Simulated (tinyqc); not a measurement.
## Resistance of a source-drain extension with a graded tip: effect of the depth of the extension

y runs along the channel, the gate covers y > 0. The doping is N0 for y < y0 and N0 10^(-(y - y0)/la) beyond, uniform over the depth xj. Sheet conductance s(y) = q mu(N) max(N - Nch, 0) xj + (for y > 0) ma Cox Vo, with mu(N) = u0 + (u1 - u0)/(1 + (N/Nr)^au) and Cox = eps0 eox/tox. Current is taken as one-dimensional; depletion of the tip, spreading and the contact are left out. The metallurgical junction lies at yj, where N = Nch.

R_spacer = integral of dy/s from -Ls to 0, R_ov from 0 to yj, R_channel = (Lg - 2 yj)/(ma Cox Vo), R_total = 2 R_spacer + 2 R_ov + R_channel. Electrical length L_eff = ma Cox dR_total/d(1/Vo); R_series = R_total - L_eff/(ma Cox Vo).

Inputs (values chosen for the exercise); mobility law close to that of holes in silicon:
- eox = 3.9 (relative permittivity of the gate insulator (close to silicon dioxide))
- tox = 2.6 nm (insulator thickness)
- N0 = 1.2e20 cm^-3 (active doping of the extension far from the gate)
- la = 5.8 nm/decade (lateral abruptness)
- y0 = -0.1 nm (position under the gate where the fall begins (gate edge at 0))
- Nch = 5.3e17 cm^-3 (channel doping)
- Ls = 25 nm (spacer length)
- Vo = 0.61 V (gate overdrive)
- ma = 35 cm^2/(V s) (mobility of the gate-induced layer)
- u1 = 470.5 cm^2/(V s) (mobility at low doping)
- u0 = 44.9 cm^2/(V s) (mobility at high doping)
- Nr = 2.23e17 cm^-3 (reference doping)
- au = 0.719 (exponent)
- Lg = 60 nm (gate length)

Constants: q = 1.602176634e-19 C, eps0 = 8.8541878128e-14 F/cm where lengths are in cm. Results are converted to the units shown.

The same in every row: yj (nm) = 13.56; R_channel (ohm um) = 1160.

Effect of the depth of the extension:

| xj (nm) | R_spacer (ohm um) | R_ov (ohm um) | R_total (ohm um) | L_eff (nm) | R_series (ohm um) |
|---|---|---|---|---|---|
| 4 | 66.00 | 225.5 | 1743 | 41.05 | 294.7 |
| 5.6 | 47.14 | 198.5 | 1651 | 39.67 | 252.0 |
| 7.7 | 34.28 | 173.9 | 1576 | 38.49 | 218.8 |
| 11 | 24.00 | 148.1 | 1504 | 37.33 | 187.3 |
| 15 | 17.60 | 127.3 | 1449 | 36.47 | 163.4 |
| 21 | 12.57 | 106.8 | 1398 | 35.68 | 140.2 |
| 29 | 9.103 | 89.32 | 1357 | 35.06 | 120.1 |
| 40 | 6.600 | 73.99 | 1321 | 34.56 | 102.1 |

What does the comparison show?

As xj goes from 4 to 40, R_total falls from 1740 to 1320 ohm um, L_eff falls from 41.1 to 34.6 nm and R_series falls from 295 to 102 ohm um.

Numbers from tinyqc (`OMP_NUM_THREADS=1 python tinyqc.py 2282296 2282297 out.jsonl`; about 0.04 s on one thread of a shared Intel Xeon 2.30GHz).
